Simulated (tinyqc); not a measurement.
Rigid-ion and shell models of the dielectric response of an ionic crystal. Changing the cation polarisability alpha_+. Computed by tinyqc, a small Python program. Command: `OMP_NUM_THREADS=1 python tinyqc.py 3016843 3016844 out.jsonl shell sweep`. One thread of a shared host (Intel(R) Xeon(R) Processor @ 2.30GHz), about 0.01 s of CPU time with the checks.

Charges +Z and -Z; 6 nearest neighbours, Madelung constant M = 1.747565, volume per ion pair Omega = 2.000000 d^3. Energy per pair U = -M Z^2 e2/d + 6 A exp(-d/rho), e2 = e^2/(4 pi eps_0). In the shell model the anion is a core of charge Y - Z and a massless shell of charge -Y, joined by the spring k; the repulsion acts on the shell. Each ion feels the Lorentz field E + (4 pi/3) P (Gaussian units).

Inputs (values chosen for the exercise, for a model crystal):

| quantity | value | unit |
|---|---|---|
| nearest-neighbour distance d | 2.62 | angstrom |
| ionic charge Z | 1 | e |
| hardness d/rho | 11.2 | - |
| cation mass | 13.8 | u |
| anion mass | 16 | u |
| shell charge size Y | 2.07 | e |
| core-shell spring k | 26.6 | eV/angstrom^2 |
| film thickness t | 11 | nm |

Structure: rock salt.

Constants: e^2/(4 pi eps_0) = 14.39964548 eV angstrom; 1 eV/angstrom^3 = 160.2176634 GPa; nu for 1 eV/(angstrom^2 u) = 15.6333042 THz; 1 THz = 33.35640952 1/cm; eps_0 = 8.8541878128e-12 F/m; h x 1 THz = 4.135667696 meV.

Method:
- Zero pressure fixes 6 A exp(-d/rho) = M Z^2 e2 rho/d^2. Then U = -(M Z^2 e2/d)(1 - rho/d), B = M Z^2 e2 (d/rho - 2)/(9 Omega d), and the spring of one sublattice against the other is R = (1/3) x (Laplacian of the repulsion summed over neighbours) = M Z^2 e2 (d/rho - 2)/(3 d^3), so R = 3 B Omega/d^2.
- Eliminating the shell gives the anion polarisability alpha_- = Y^2 e2/(k + R), the Szigeti charge Z_S = Z - Y R/(k + R) and the softened spring R' = k R/(k + R). With b = 4 pi (alpha_+ + alpha_-)/(3 Omega): eps_inf = (1 + 2b)/(1 - b) (Clausius-Mossotti); Born charge Z* = Z_S (eps_inf + 2)/3.
- mu lambda_TO = R' - (4 pi e2/(3 Omega)) Z_S^2/(1 - b); mu lambda_LO = mu lambda_TO + 4 pi e2 Z*^2/(eps_inf Omega); eps_s = eps_inf lambda_LO/lambda_TO.
- lambda in eV/(angstrom^2 u) gives the wavenumber 15.6333042 x 33.35640952 x sqrt(lambda); mu is the reduced mass.
- Capacitance per area eps_0 eps_s/t; equivalent oxide thickness EOT = t x 3.9/eps_s; the surface optical mode against silicon (eps = 11.7) lies at omega_TO sqrt[(eps_s + 11.7)/(eps_inf + 11.7)], and its squared coupling to channel electrons scales as g = hbar omega_SO [1/(11.7 + eps_inf) - 1/(11.7 + eps_s)], with hbar omega = h c x wavenumber.

One run for each value:

| cation polarisability alpha_+ (angstrom^3) | eps_s | eps_inf | Born charge Z* (e) | omega_TO (1/cm) | remote-phonon coupling g (meV) |
|---|---|---|---|---|---|
| 0.036 | 3.630 | 1.931 | 0.934 | 307.7 | 0.3290 |
| 0.060 | 3.660 | 1.945 | 0.937 | 307.4 | 0.3309 |
| 0.100 | 3.710 | 1.970 | 0.943 | 307.0 | 0.3340 |
| 0.170 | 3.800 | 2.013 | 0.953 | 306.3 | 0.3395 |
| 0.280 | 3.948 | 2.083 | 0.970 | 305.1 | 0.3485 |
| 0.460 | 4.205 | 2.203 | 0.998 | 303.1 | 0.3640 |
| 0.780 | 4.724 | 2.434 | 1.053 | 299.0 | 0.3942 |
| 1.300 | 5.779 | 2.870 | 1.157 | 291.4 | 0.4520 |
| 2.200 | 8.683 | 3.869 | 1.394 | 272.9 | 0.5874 |

What does the table show, and why?

Over the rows, eps_s rises from 3.63 to 8.68 (exponent d ln y / d ln x 0.016 between the first rows and 0.77 between the last); eps_inf rises from 1.93 to 3.87 (exponent d ln y / d ln x 0.015 between the first rows and 0.57 between the last); Born charge Z* (e) rises from 0.934 to 1.39 (exponent d ln y / d ln x 0.0072 between the first rows and 0.35 between the last). A more polarisable cation strengthens the local field, which raises the Born charge and softens the TO mode at once; eps_s grows faster than eps_inf.
